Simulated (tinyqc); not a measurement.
Thermal, flicker and telegraph noise of a field-effect transistor: one step, computed by the program tinyqc.

Strong inversion, threshold roll-off and channel-length modulation left out; noise sources are uncorrelated and are given as one-sided spectral densities.

Question. Thermal noise and corner. C_ox = 3.9 eps_0/t; V_c = 2 v_s L/mu; I = W C_ox v_s V_ov^2/(V_ov + V_c); g_m = W C_ox v_s V_ov (V_ov + 2 V_c)/(V_ov + V_c)^2; g_d0 = mu C_ox (W/L) V_ov. Thermal: S_I = 4 k_B T gamma g_d0; input-referred S_V = S_I/g_m^2; corner f_c where flicker equals thermal. Total input noise from 1 Hz to f_c: sqrt(S_V,thermal [f_c ln(f_c/1 Hz) + f_c - 1 Hz]).

Inputs (values chosen for the exercise, modelled on a high-k silicon transistor):
```
quantity                      value        unit
width W                          25  micrometre
length L                        680          nm
electrical oxide thickness t    7.4          nm
mobility mu                     130  cm^2/(V s)
saturation velocity v_s         1.1    1e7 cm/s
overdrive V_ov                 0.46           V
thermal noise factor gamma      1.5           -
frequency f                      10          Hz
temperature T                   300           K
```

Operating region: saturation. Flicker model: Hooge.

g_m = 967.5291 microsiemens

flicker S_I = 1.808219e-19 A^2/Hz

drain current I = 226.8922 microampere

Constants: k_B = 1.380649e-23 J/K; eps_0 = 8.8541878128e-12 F/m; e = 1.602176634e-19 C.

Give: thermal S_I; input-referred thermal noise; corner frequency f_c; input noise up to f_c; full shot noise 2eI over thermal S_I.

Answer.

thermal S_I = 2.550e-23 A^2/Hz

input-referred thermal noise = 5.219 nV/sqrt(Hz)

corner frequency f_c = 70922 Hz

input noise up to f_c = 4.848 microvolt

full shot noise 2eI over thermal S_I = 2.852

At f the noise is flicker dominated (f_c/f = 7090).
